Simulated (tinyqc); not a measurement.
Energy and delay of logic against supply voltage: two steps of the calculation.

One expression serves below and above threshold: I(Vg) = Ik [ln(1 + exp((Vg - VT + dd V)/(al nf Vt)))]^al, with I_on = I(V) and I_off = I(0). Gate delay td = kd C V/I_on, clock period LD td. Per gate and cycle the switching energy is act C V^2 and the leakage energy I_off V LD td. No short-circuit current, no variation. Minima are sought above 0.09 V; below a few Vt gates no longer switch and the model has no meaning.

Parameters, values chosen for the exercise; values of the order met in logic technologies:
```
symbol,value,unit,meaning
T,300,K,temperature
VT,0.31,V,threshold voltage at zero drain bias
nf,1.38,,slope factor
dd,0.04,,barrier lowering per volt of supply
Ik,0.92,uA,specific current of a gate
al,1.84,,exponent of the current law
C,0.96,fF,load capacitance of a gate
kd,0.7,,delay factor
LD,60,,logic depth
act,0.1,,activity factor
V,0.76,V,supply voltage
```

Constants: q = 1.602176634e-19 C, kB = 1.380649e-23 J/K, Vt = kB T/q. Results are converted to the units shown.

Problem 1. Currents, delay and energies. I_on, I_off, td, clock frequency 1/(LD td), both energies and their sum.

Give: I_on; I_off; td; clock frequency; switching energy; leakage energy; energy.

Solution 1.

I_on = 35.84 uA
I_off = 0.3585 nA
td = 14.25 ps
clock frequency = 1.170 GHz
switching energy = 55.45 aJ
leakage energy = 0.2330 aJ
energy = 55.68 aJ

I_on/I_off = 1.00e5; leakage makes up 0.418 % of the energy.

Problem 2. New V. Minimum-energy supply: E(V) is the energy per gate and cycle; with h = 0.001 V, E' = (E(V + h) - E(V - h))/(2 h), E'' = (E(V - h) - 2 E(V) + E(V + h))/h^2, V(new) = V - E'/E''.

V after iteration 2 = 0.25092392 V

Wanted: E'; E''; V after iteration 3.

Solution 2.

E' = -0.1509 aJ/V
E'' = 1003 aJ/V^2
V after iteration 3 = 0.2511 V

Computed by the program tinyqc: `OMP_NUM_THREADS=1 python tinyqc.py 2082106 2082107 out.jsonl`, one thread of a shared Intel Xeon 2.30GHz, about 0.01 s for the whole run.
